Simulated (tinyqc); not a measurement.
# Zener tunnelling in a reverse-biased junction, two-band WKB, step by step

Computed by the program tinyqc: `OMP_NUM_THREADS=1 python tinyqc.py 2620064 2620065 out.jsonl`, one thread of a shared Intel Xeon 2.30GHz, about 0.01 s for the whole run. Printed values are rounded.

Abrupt p-n junction, depletion approximation. Energies E are counted from the conduction-band edge of the neutral n side; its Fermi level lies at dn, that of the p side at dn - V, and the valence-band edge of the neutral p side at Em = dn + dp - V. Tunnelling needs 0 < E < Em. Two-band dispersion with equal masses m: inside the gap kappa = sqrt(m u (1 - u/Eg)/C), u the distance from a band edge, C = hbar^2/(2 m0).

Inputs (values chosen for the exercise); band and dielectric values close to those of indium phosphide: temperature T = 350 K; band gap Eg = 1.36 eV; relative permittivity eps_r = 12.3; conduction-band density of states at 350 K Nc = 7.18e17 cm^-3; valence-band density of states at 350 K Nv = 1.41e19 cm^-3; band-edge mass of the two-band model m = 0.091 m0; acceptor density Na = 6.7e18 cm^-3; donor density Nd = 3.2e18 cm^-3; bias of the p side V = -0.34 V; points of the energy grid nE = 11.

Constants: q = 1.602176634e-19 C, kB = 1.380649e-23 J/K, hbar = 1.054571817e-34 J s, h = 6.62607015e-34 J s, m0 = 9.1093837015e-31 kg, Vt = kB T/q, eps0 = 8.8541878128e-14 F/cm where lengths are in cm, hbar^2/(2 m0) = 0.0380998212 eV nm^2. Results are converted to the units shown.

Range of the model: Parabolic densities of states, no band tails and no gap narrowing, all of which matter at such doping.

## Fermi levels and built-in voltage

Nd = Nc F12(dn/Vt), Na = Nv F12(dp/Vt), F12(x) = (2/sqrt(pi)) int_0^infinity sqrt(u)/(1 + exp(u - x)) du; dn = EF - Ec on the n side, dp = Ev - EF on the p side (negative outside the bands); Vbi = Eg + dn + dp.

dn = 0.0899813 eV
dp = -0.0174078 eV
Vbi = 1.43257 V

Boltzmann statistics would give dn = 0.0451 eV and dp = -0.0224 eV. At zero bias the bands of the two sides overlap by dn + dp.

## Width, field and exponent

W = sqrt(2 eps0 eps_r (Vbi - V)(1/Na + 1/Nd)/q), mean field F = (Vbi - V)/W, peak field 2 F. In a uniform field F the exponent is S = pi sqrt(m/C) Eg^1.5/(4 F). Transverse energy Et = C kt^2/m raises it to S (1 + 4 Et/Eg), so T = exp(-S) exp(-Et/Eb) with Eb = Eg/(4 S). KJ = (2 q^2/h) m/(4 pi C) (times 1e14 for A/cm^2 per eV^2).

W = 33.3575 nm
mean field = 0.531386 MV/cm
S = 36.2282
exp(-S) = 1.84618e-16
Eb = 9.38494 meV
tunnelling length Eg/F = 25.5934 nm

## Current density on a coarse grid

J = KJ exp(-S) Eb times the integral from 0 to Em of [f(E - dn) - f(E - dn + V)] [1 - exp(-min(E, Em - E)/Eb)] dE, f(x) = 1/(1 + exp(x/Vt)), with S and Eb from the mean field; J > 0 flows from p to n. KJ = (2 q^2/h) m/(4 pi C) (times 1e14 for A/cm^2 per eV^2). Simpson's rule on nE equally spaced points from 0 to Em.

| point | E (eV) | difference of the f | transverse factor |
|---|---|---|---|
| 0 | 0.000000 | -0.048181 | 0.00000 |
| 1 | 0.041257 | -0.165827 | 0.98767 |
| 2 | 0.082515 | -0.438414 | 0.99985 |
| 3 | 0.123772 | -0.754016 | 1.00000 |
| 4 | 0.165029 | -0.923163 | 1.00000 |
| 5 | 0.206287 | -0.978689 | 1.00000 |
| 6 | 0.247544 | -0.992289 | 1.00000 |
| 7 | 0.288801 | -0.989445 | 1.00000 |
| 8 | 0.330059 | -0.964523 | 0.99985 |
| 9 | 0.371316 | -0.874821 | 0.98767 |
| 10 | 0.412573 | -0.640393 | 0.00000 |

integral = -0.297551 eV
KJ = 1.47266e9 A/(cm^2 eV^2)
J = -7.59225e-10 A/cm^2

A converged quadrature gives -7.665e-10 A/cm^2; this grid is 0.95 % below that in size.
